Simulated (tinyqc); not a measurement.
Inputs raised by 10 %, one at a time: Born-von Karman spring model of a cubic crystal with one atom per cell. Computed by tinyqc, a small Python program. Command: `OMP_NUM_THREADS=1 python tinyqc.py 3014796 3014797 out.jsonl springs sens`. One thread of a shared host (Intel(R) Xeon(R) Processor @ 2.30GHz), about 0.3 s of CPU time with the checks.

First neighbours lie at a/2 (1,1,0) (12 of them), second at a (1,0,0) (6), with all permutations and signs; the volume per atom is Omega = a^3/4.

Inputs (values chosen for the exercise, for a model crystal):

| quantity | value | unit |
|---|---|---|
| lattice constant a | 3.44 | angstrom |
| atomic mass M | 103 | u |
| radial spring k1L | 1.56 | eV/angstrom^2 |
| transverse spring k1T | 0 | eV/angstrom^2 |
| radial spring k2L | 0.0077 | eV/angstrom^2 |
| transverse spring k2T | 0 | eV/angstrom^2 |
| mesh divisions n | 8 | - |
| temperature T | 200 | K |

Lattice: fcc.

Constants: 1 eV/angstrom^3 = 160.2176634 GPa; nu for 1 eV/(angstrom^2 u) = 15.6333042 THz; h x 1 THz = 4.135667696 meV; k_B = 8.617333262e-05 eV/K; hbar^2/u = 4.18015928e-03 eV angstrom^2.

Method:
- [ij,kl] = (1/(2 Omega)) sum_R K_ij R_k R_l; C11 = [xx,xx], C44 = [xx,yy], C12 = 2 [xy,xy] - C44; B = (C11 + 2 C12)/3; Zener ratio A = 2 C44/(C11 - C12). K(R) = kL n n^T + kT (1 - n n^T).
- A neighbour at R with unit vector n couples by the matrix K(R) = kL n n^T + kT (1 - n n^T), and D(q) = (1/M) sum_R K(R) [1 - cos(q.R)].
- An eigenvalue lambda of D in eV/(angstrom^2 u) gives nu = 15.6333042 THz x sqrt(lambda).
- Mesh: q = sum_i (m_i + 1/2)/n b_i, m_i = 0..n-1, with b = [[-1, 1, 1], [1, -1, 1], [1, 1, -1]] in 2 pi/a; sums are averages over the n^3 points, per atom.
- With x = h nu/(k_B T) and n = 1/(exp(x) - 1) for each mode: F = k_B T [x/2 + ln(1 - exp(-x))], U = k_B T x (n + 1/2), S/k_B = x n - ln(1 - exp(-x)), C/k_B = x^2 n (n + 1).
- <u_x^2> = (1/3) sum over modes of hbar^2/(2 M h nu) coth(x/2); zero-point energy = sum h nu/2. <u_x^2> converges slowly with the mesh, from below, with an error of order 1/n.

Runs:

| input moved | from | to | C11 (GPa) | C44 (GPa) | entropy S (k_B/atom) | <u_x^2> (angstrom^2) |
|---|---|---|---|---|---|---|
| base run | - | - | 146.75 | 72.657 | 3.5849 | 0.0046394 |
| lattice constant a (angstrom) | 3.44 | 3.784 | 133.41 | 66.052 | 3.5849 | 0.0046394 |
| atomic mass M (u) | 103 | 113.3 | 146.75 | 72.657 | 3.7186 | 0.0046221 |
| radial spring k1L (eV/angstrom^2) | 1.56 | 1.716 | 161.28 | 79.923 | 3.4525 | 0.0042370 |
| radial spring k2L (eV/angstrom^2) | 0.0077 | 0.00847 | 146.89 | 72.657 | 3.5844 | 0.0046371 |
| temperature T (K) | 200 | 220 | 146.75 | 72.657 | 3.8532 | 0.0050669 |

Exponents ln(y'/y) / ln(x'/x):

| input | C11 | C44 | entropy S | <u_x^2> |
|---|---|---|---|---|
| lattice constant a | -1.000 | -1 | 0.000 | 0.000 |
| atomic mass M | 0.000 | 0 | 0.384 | -0.039 |
| radial spring k1L | 0.991 | 1 | -0.395 | -0.952 |
| radial spring k2L | 0.010 | 0 | -0.001 | -0.005 |
| temperature T | 0.000 | 0 | 0.757 | 0.925 |

To which inputs is each result most sensitive?

Among the inputs moved here: C11 answers most in size to lattice constant a (exponent -1.000), and about equally to radial spring k1L (+0.991); its exponent is below 0.0005 for atomic mass M, temperature T. Its exponent -1.000 in lattice constant a: at fixed springs C scales as k/a. C44 answers most in size to lattice constant a (exponent -1.000), and about equally to radial spring k1L (+1.000); its exponent is below 0.0005 for atomic mass M, radial spring k2L, temperature T. Its exponent -1.000 in lattice constant a: at fixed springs C scales as k/a. Entropy S answers most in size to temperature T (exponent +0.757), next to radial spring k1L (-0.395); its exponent is below 0.0005 for lattice constant a. <u_x^2> answers most in size to radial spring k1L (exponent -0.952), next to temperature T (+0.925); its exponent is below 0.0005 for lattice constant a.
